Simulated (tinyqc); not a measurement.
Worked calculation: CIS and TDHF on RHF in the sto-3g basis, for H6, spin multiplicity 1. One step of it, computed by the program tinyqc.

Question. Integrals over molecular orbitals. (pq|rs) = sum C_ip C_jq C_kr C_ls (ij|kl), one index at a time.

coefficients C:
```
            MO1        MO2        MO3        MO4        MO5        MO6
1H 1s  0.185602   0.367724  -0.421636   0.597381  -0.695205   0.454449
2H 1s  0.276419   0.412219  -0.282153  -0.363595   0.814760  -0.755529
3H 1s  0.376302   0.109509   0.431810  -0.577234  -0.277723   0.990749
4H 1s  0.376302  -0.109509   0.431810   0.577234  -0.277723  -0.990749
5H 1s  0.276419  -0.412219  -0.282153   0.363595   0.814760   0.755529
6H 1s  0.185602  -0.367724  -0.421636  -0.597381  -0.695205  -0.454449
```

core Hamiltonian H = T + V (hartree), lower triangle:
```
           1H 1s      2H 1s      3H 1s      4H 1s      5H 1s      6H 1s
1H 1s  -1.640028
2H 1s  -1.117740  -1.978294
3H 1s  -0.235469  -0.971222  -2.113043
4H 1s  -0.040086  -0.247435  -1.262800  -2.113043
5H 1s  -0.002761  -0.027323  -0.247435  -0.971222  -1.978294
6H 1s  -0.000186  -0.002761  -0.040086  -0.235469  -1.117740  -1.640028
```

Two-electron integrals (ij|kl) in chemists' order, unique and non-zero (hartree):
```
(11|11) 0.774606   (21|11) 0.324347   (21|21) 0.171591   (22|11) 0.488589
(22|21) 0.324347   (22|22) 0.774606   (31|11) 0.043795   (31|21) 0.025832
(31|22) 0.056242   (31|31) 0.004719   (32|11) 0.139410   (32|21) 0.094862
(32|22) 0.242460   (32|31) 0.020609   (32|32) 0.102741   (33|11) 0.248385
(33|21) 0.165843   (33|22) 0.429675   (33|31) 0.043795   (33|32) 0.242460
(33|33) 0.774606   (41|11) 0.005228   (41|21) 0.003282   (41|22) 0.007629
(41|31) 0.000669   (41|32) 0.003152   (41|33) 0.007628   (41|41) 0.000103
(42|11) 0.026183   (42|21) 0.017415   (42|22) 0.043880   (42|31) 0.004026
(42|32) 0.020648   (42|33) 0.056343   (42|41) 0.000670   (42|42) 0.004735
(43|11) 0.105328   (43|21) 0.067298   (43|22) 0.166079   (43|31) 0.017406
(43|32) 0.095000   (43|33) 0.324825   (43|41) 0.003286   (43|42) 0.025910
(43|43) 0.172034   (44|11) 0.171082   (44|21) 0.105227   (44|22) 0.248500
(44|31) 0.026145   (44|32) 0.139491   (44|33) 0.488922   (44|41) 0.005228
(44|42) 0.043880   (44|43) 0.324825   (44|44) 0.774606   (51|11) 0.000233
(51|21) 0.000151   (51|22) 0.000370   (51|31) 0.000035   (51|32) 0.000179
(51|33) 0.000500   (51|41) 0.000006   (51|42) 0.000042   (51|43) 0.000234
(51|44) 0.000401   (51|51) 3.82e-07   (52|11) 0.002068   (52|21) 0.001327
(52|22) 0.003264   (52|31) 0.000322   (52|32) 0.001688   (52|33) 0.005094
(52|41) 0.000058   (52|42) 0.000433   (52|43) 0.002646   (52|44) 0.005094
(52|51) 3.96e-06   (52|52) 0.000044   (53|11) 0.016365   (53|21) 0.010085
(53|22) 0.023880   (53|31) 0.002487   (53|32) 0.013140   (53|33) 0.043880
(53|41) 0.000474   (53|42) 0.003783   (53|43) 0.025910   (53|44) 0.056343
(53|51) 0.000035   (53|52) 0.000433   (53|53) 0.004735   (54|11) 0.059166
(54|21) 0.035353   (54|22) 0.080653   (54|31) 0.008314   (54|32) 0.042552
(54|33) 0.139491   (54|41) 0.001604   (54|42) 0.013140   (54|43) 0.095000
(54|44) 0.242460   (54|51) 0.000125   (54|52) 0.001688   (54|53) 0.020648
(54|54) 0.102741   (55|11) 0.124483   (55|21) 0.072656   (55|22) 0.161185
(55|31) 0.016341   (55|32) 0.080653   (55|33) 0.248500   (55|41) 0.003026
(55|42) 0.023880   (55|43) 0.166079   (55|44) 0.429675   (55|51) 0.000233
(55|52) 0.003264   (55|53) 0.043880   (55|54) 0.242460   (55|55) 0.774606
(61|11) 0.000011   (61|21) 0.000007   (61|22) 0.000017   (61|31) 1.73e-06
(61|32) 0.000009   (61|33) 0.000028   (61|41) 3.14e-07   (61|42) 2.38e-06
(61|43) 0.000015   (61|44) 0.000028   (61|51) 2.19e-08   (61|52) 2.45e-07
(61|53) 2.38e-06   (61|54) 0.000009   (61|55) 0.000017   (62|11) 0.000159
(62|21) 0.000098   (62|22) 0.000233   (62|31) 0.000024   (62|32) 0.000125
(62|33) 0.000401   (62|41) 4.48e-06   (62|42) 0.000035   (62|43) 0.000234
(62|44) 0.000500   (62|51) 3.28e-07   (62|52) 3.96e-06   (62|53) 0.000042
(62|54) 0.000179   (62|55) 0.000370   (62|61) 2.19e-08   (62|62) 3.82e-07
(63|11) 0.002195   (63|21) 0.001318   (63|22) 0.003026   (63|31) 0.000312
(63|32) 0.001604   (63|33) 0.005228   (63|41) 0.000059   (63|42) 0.000474
(63|43) 0.003286   (63|44) 0.007628   (63|51) 4.48e-06   (63|52) 0.000058
(63|53) 0.000670   (63|54) 0.003152   (63|55) 0.007629   (63|61) 3.14e-07
(63|62) 0.000006   (63|63) 0.000103   (64|11) 0.012436   (64|21) 0.007306
(64|22) 0.016341   (64|31) 0.001665   (64|32) 0.008314   (64|33) 0.026145
(64|41) 0.000312   (64|42) 0.002487   (64|43) 0.017406   (64|44) 0.043795
(64|51) 0.000024   (64|52) 0.000322   (64|53) 0.004026   (64|54) 0.020609
(64|55) 0.056242   (64|61) 1.73e-06   (64|62) 0.000035   (64|63) 0.000669
(64|64) 0.004719   (65|11) 0.057733   (65|21) 0.033254   (65|22) 0.072656
(65|31) 0.007306   (65|32) 0.035353   (65|33) 0.105227   (65|41) 0.001318
(65|42) 0.010085   (65|43) 0.067298   (65|44) 0.165843   (65|51) 0.000098
(65|52) 0.001327   (65|53) 0.017415   (65|54) 0.094862   (65|55) 0.324347
(65|61) 0.000007   (65|62) 0.000151   (65|63) 0.003282   (65|64) 0.025832
(65|65) 0.171591   (66|11) 0.101394   (66|21) 0.057733   (66|22) 0.124483
(66|31) 0.012436   (66|32) 0.059166   (66|33) 0.171082   (66|41) 0.002195
(66|42) 0.016365   (66|43) 0.105328   (66|44) 0.248385   (66|51) 0.000159
(66|52) 0.002068   (66|53) 0.026183   (66|54) 0.139410   (66|55) 0.488589
(66|61) 0.000011   (66|62) 0.000233   (66|63) 0.005228   (66|64) 0.043795
(66|65) 0.324347   (66|66) 0.774606
```

Give: one-electron integrals over orbitals h = C^T H C; Two-electron integrals over orbitals.

Answer.

one-electron integrals over orbitals h = C^T H C (hartree), lower triangle:
```
         1        2        3        4        5        6
1  -2.1895
2   0.0000  -1.9651
3  -0.1378   0.0000  -1.9001
4   0.0000   0.1804   0.0000  -1.6223
5  -0.0703   0.0000   0.1529   0.0000  -1.3401
6   0.0000   0.0512   0.0000   0.1466   0.0000  -1.2273
```

Two-electron integrals over orbitals (pq|rs), unique and non-zero (hartree):
```
(11|11) 0.4108     (21|21) 0.1280     (22|11) 0.3261     (22|22) 0.3741
(31|11) 0.0796     (31|22) -0.0444    (31|31) 0.1166     (32|21) -0.1134
(32|32) 0.1346     (33|11) 0.3683     (33|22) 0.3372     (33|31) 0.0335
(33|33) 0.3689     (41|21) -0.0429    (41|32) -0.0094    (41|41) 0.0817
(42|11) -0.0659    (42|22) -0.0018    (42|31) -0.0549    (42|33) -0.0098
(42|42) 0.0782     (43|21) -0.0707    (43|32) 0.0700     (43|41) 0.0135
(43|43) 0.0883     (44|11) 0.3703     (44|22) 0.3385     (44|31) 0.0319
(44|33) 0.3607     (44|42) -0.0194    (44|44) 0.3747     (51|11) 0.0073
(51|22) 0.0314     (51|31) -0.0276    (51|33) -0.0134    (51|42) -0.0352
(51|44) -0.0043    (51|51) 0.0512     (52|21) 0.0313     (52|32) 0.0029
(52|41) -0.0551    (52|43) 0.0384     (52|52) 0.0886     (53|11) -0.0718
(53|22) -0.0060    (53|31) -0.0583    (53|33) -0.0220    (53|42) 0.0739
(53|44) -0.0180    (53|51) -0.0294    (53|53) 0.0792     (54|21) -0.1149
(54|32) 0.1287     (54|41) -0.0005    (54|43) 0.0714     (54|52) 2.88e-04
(54|54) 0.1379     (55|11) 0.3415     (55|22) 0.3795     (55|31) -0.0345
(55|33) 0.3496     (55|42) -0.0069    (55|44) 0.3576     (55|51) 0.0309
(55|53) -0.0097    (55|55) 0.4034     (61|21) 0.0016     (61|32) 0.0190
(61|41) -0.0298    (61|43) -0.0477    (61|52) -0.0328    (61|54) 0.0164
(61|61) 0.0686     (62|11) -0.0111    (62|22) -0.0343    (62|31) 0.0255
(62|33) 0.0044     (62|42) 0.0315     (62|44) 0.0064     (62|51) -0.0470
(62|53) 0.0334     (62|55) -0.0338    (62|62) 0.0491     (63|21) 0.0450
(63|32) 0.0019     (63|41) -0.0774    (63|43) -0.0155    (63|52) 0.0550
(63|54) 0.0025     (63|61) 0.0290     (63|63) 0.0824     (64|11) -0.0820
(64|22) 0.0373     (64|31) -0.1122    (64|33) -0.0355    (64|42) 0.0571
(64|44) -0.0362    (64|51) 0.0247     (64|53) 0.0595     (64|55) 0.0376
(64|62) -0.0248    (64|64) 0.1211     (65|21) -0.1311    (65|32) 0.1181
(65|41) 0.0440     (65|43) 0.0751     (65|52) -0.0326    (65|54) 0.1239
(65|61) -0.0024    (65|63) -0.0497    (65|65) 0.1473     (66|11) 0.4374
(66|22) 0.3478     (66|31) 0.0857     (66|33) 0.3949     (66|42) -0.0726
(66|44) 0.4024     (66|51) 0.0085     (66|53) -0.0805    (66|55) 0.3735
(66|62) -0.0131    (66|64) -0.0942    (66|66) 0.4903
```
